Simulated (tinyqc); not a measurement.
Inside a calculation: WKB tunnelling through a gate dielectric with a two-band (Franz) dispersion. Values are carried at full precision from step to step, so a last printed digit may differ when a step is redone from the rounded ones.

Constants: hbar^2/2m0 = 3.80998211 eV angstrom^2.

Parameters, chosen for this exercise (of the size used for hBN on silicon; shifted at random, so the results belong to these values and not to a real crystal):
- phi = 1.89 eV (barrier above the electron energy at the emitter)
- t = 14 angstrom (thickness)
- V = 2.5 V (voltage across the layer)
- Eg = 6.28 eV (gap of the dielectric)
- m = 0.45 m0 (mass at the conduction edge)

## Shape of the barrier

Field V/t (1 V/angstrom = 100 MV/cm), the end of the forbidden region x_e = min(t, phi t/V), and u there.

field = 17.86 MV/cm
x_e = 10.584 angstrom
u(x_e) = 0.000 eV

V >= phi: a triangle, Fowler-Nordheim tunnelling into the conduction band of the dielectric. This field is near or beyond what hBN bears for long; the numbers are an exercise.

## Decay constant through the layer

At depth x the conduction edge lies u(x) = phi - V x/t above the electron. Parabolic: kappa = sqrt(m u/c). Franz: kappa = sqrt(m u (1 - u/Eg)/c), which vanishes at both band edges. c = hbar^2/2m0. T = exp(-2 integral of kappa dx) over the region u > 0; no image force, no prefactor, zero transverse momentum. The region ends at x_e = min(t, phi t/V); x_e < t is the Fowler-Nordheim regime.

Nine points x = j x_e/8.

kappa (1/angstrom):

| x (angstrom) | u (eV) | parabolic | Franz |
|---|---|---|---|
| 0.000 | 1.8900 | 0.4725 | 0.3950 |
| 1.323 | 1.6538 | 0.4420 | 0.3793 |
| 2.646 | 1.4175 | 0.4092 | 0.3600 |
| 3.969 | 1.1812 | 0.3735 | 0.3366 |
| 5.292 | 0.9450 | 0.3341 | 0.3079 |
| 6.615 | 0.7087 | 0.2893 | 0.2725 |
| 7.938 | 0.4725 | 0.2362 | 0.2272 |
| 9.261 | 0.2362 | 0.1670 | 0.1639 |
| 10.584 | 0.0000 | 0.0000 | 0.0000 |

At the emitter the Franz value is 16.4 % below the parabolic one, the factor sqrt(1 - phi/Eg).

## The integrals by Simpson's rule

Weights 1, 4, 2, 4, 2, 4, 2, 4, 1 times a third of the spacing.

integral of kappa dx: parabolic 3.316, Franz 2.996

## The integrals in closed form

Parabolic: (2/3) sqrt(m/c) (t/V) (phi^(3/2) - u_e^(3/2)). Franz: sqrt(m/c) Eg^(3/2) (t/V) (f(phi/Eg) - f(u_e/Eg)) with f(y) = ((2y - 1) sqrt(y (1 - y)) + arcsin(sqrt y))/4. u_e = max(phi - V, 0). T = exp(-2 I).

integral of kappa dx: parabolic 3.3338, Franz 3.0143

T: parabolic 0.00127, Franz 0.00241

The two-band dispersion raises T by a factor 1.89.

## Checks

- Franz integral in closed form against adaptive quadrature: both 3.01434.

tinyqc: `OMP_NUM_THREADS=1 python tinyqc.py 1481859 1481860 out.jsonl`; about 0.01 s, one thread, shared Intel(R) Xeon(R) Processor @ 2.30GHz.
